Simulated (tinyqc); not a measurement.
Worked calculation: Jacobi rotations on a symmetric matrix. One step of it, computed by the program tinyqc.

Problem. Jacobi rotation 2. Take the largest off-diagonal element A_pq; tan 2 theta = 2 A_pq / (A_qq - A_pp) with |theta| <= pi/4; A' = J^T A J with J_pp = J_qq = cos, J_pq = sin, J_qp = -sin.

A', lower triangle:
```
,1,2,3,4
1,1.554000
2,0.050448,1.282395
3,0.085329,0.000000,3.330605
4,-0.349000,-0.170835,-0.697534,3.086000
```

Give: p, q, theta; A'.

Solution.

p, q, theta (rad): 3.000  4.000  0.699

A', lower triangle:
```
,1,2,3,4
1,1.554
2,0.050,1.282
3,0.290,0.110,3.916
4,-0.212,-0.131,0.000,2.500
```
